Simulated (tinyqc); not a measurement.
Tunnelling through a gate dielectric, WKB transmission and Tsu-Esaki current: one step of the calculation.

Electrons leave the emitter at x = 0. Energies E (motion across the layers) are in eV from the emitter Fermi level; the collector Fermi level lies at -V and offers states at every E. No charge in the dielectric and no image force: F1 = V/t1, U = phi1 - F1 x. With C = hbar^2/(2 m0), kappa = sqrt(m (U - E)/C) where U > E and 0 elsewhere; T(E) = exp(-S), S = 2 times the integral of kappa over x.

Task. WKB exponent by the midpoint rule. Cut each layer into nc equal cells, take U and kappa at the cell centres, and sum S = 2 sum kappa h.

Inputs (values chosen for the exercise); dielectric values close to those of hafnium oxide:
- phi1 = 1.51 eV (barrier of layer 1 above the emitter Fermi level at zero bias)
- m1 = 0.19 m0 (tunnelling mass of layer 1)
- t1 = 5.4 nm (thickness of layer 1)
- V = 2.8 V (voltage across the dielectric)
- E = 0 eV (energy of the electron followed)
- nc = 7 (cells in each layer)

Constants: q = 1.602176634e-19 C, hbar = 1.054571817e-34 J s, m0 = 9.1093837015e-31 kg, hbar^2/(2 m0) = 0.0380998212 eV nm^2. Results are converted to the units shown.

Find: x; U; kappa; S; T(E).

Result.

x, cell 0 to 6 (nm): [0.3857, 1.1571, 1.9286, 2.7000, 3.4714, 4.2429, 5.0143]
U, cell 0 to 6 (eV): [1.3100, 0.9100, 0.5100, 0.1100, -0.2900, -0.6900, -1.0900]
kappa, cell 0 to 6 (1/nm): [2.5559, 2.1303, 1.5948, 0.7406, 0.0000, 0.0000, 0.0000]
S = 10.833
T(E) = 1.9730e-5

Program tinyqc, `OMP_NUM_THREADS=1 python tinyqc.py 2540174 2540175 out.jsonl`; Intel Xeon 2.30GHz, shared host, one thread, about 0.03 s.
